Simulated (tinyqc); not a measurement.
Time-domain thermoreflectance: layered heat flow under a modulated pulse train, and what the signal ratio measures. From ratio -V_in/V_out back to metal thickness d. Computed by tinyqc, a small Python program. Command: `OMP_NUM_THREADS=1 python tinyqc.py 3114331 3114332 out.jsonl tdtr inv`. One thread of a shared host (Intel(R) Xeon(R) Processor @ 2.30GHz), about 0.5 s of CPU time with the checks.

Pulses repeat at 80 MHz; heat is laid down at the surface, all layers are isotropic, and the film is in perfect contact with the substrate.

Inputs (values chosen for the exercise, modelled on aluminium on silica): metal conductivity = 140 W/(m K); metal heat capacity = 2.42 MJ/(m^3 K); boundary conductance G under the metal = 100 MW/(m^2 K); film thickness = 240 nm; film conductivity = 14 W/(m K); film heat capacity = 2.1 MJ/(m^3 K); substrate conductivity kappa = 1.39 W/(m K); substrate heat capacity C = 1.63 MJ/(m^3 K); modulation frequency f = 5 MHz; spot radius w (1/e^2, pump and probe) = 7.3 micrometre; delay t = 2300 ps.

Stack: metal, film, substrate.

Method:
- For radial wave number k and angular frequency W each layer has u = sqrt(4 pi^2 k^2 + i W C/kappa) and gamma = kappa u. Surface impedance from below: Z = 1/gamma for the substrate; a layer of thickness L maps Z to (Z + tanh(u L)/gamma)/(1 + gamma Z tanh(u L)); a boundary adds 1/G.
- Response per absorbed watt H(W) = 2 pi int_0^(2/w) Z(k, W) exp(-pi^2 k^2 w^2) k dk by 20 Gauss-Legendre points.
- Signal: X + iY = sum_(m = -M..M) H(2 pi (f + m f_r)) exp(i 2 pi m f_r t) exp(-pi (m/M)^2 x 4), f_r = 80 MHz, M = 4000, with H(-W) the complex conjugate of H(W); V_in = X, V_out = Y, ratio = -V_in/V_out.

Task: A run gave the result below. Find the metal thickness d, known to lie between 73 and 130 nm.

ratio -V_in/V_out = 0.8671669

Result:

Each step takes the trial c = (a f_b - b f_a)/(f_b - f_a), f being the result less the target and a, b, c the logarithms of the listed values; c replaces end b, the old b replaces a if the sign of f changed, and otherwise f_a is halved.

Scan of the range:
```
metal thickness d (nm)  ratio -V_in/V_out
73.0                             0.905666
80.4                             0.890265
88.5                             0.872710
97.4                             0.853354
107.0                            0.832963
118.0                            0.810639
130.0                            0.787792
```

False position (Illinois rule, in the logarithm of the input) inside the bracket:
```
step    end a    end b    trial  ratio -V_in/V_out
1     88.5000  97.4000  90.9623           0.867337
2     97.4000  90.9623  91.0378           0.867172
3     97.4000  91.0378  91.0422           0.867162
4     91.0378  91.0422  91.0400           0.867167
```

Ratio -V_in/V_out falls at every point of a 13-point scan of the range (every second point is shown), so one value fits; it is bracketed by 88.5 and 97.4. Answer: metal thickness d = 91.04 nm.
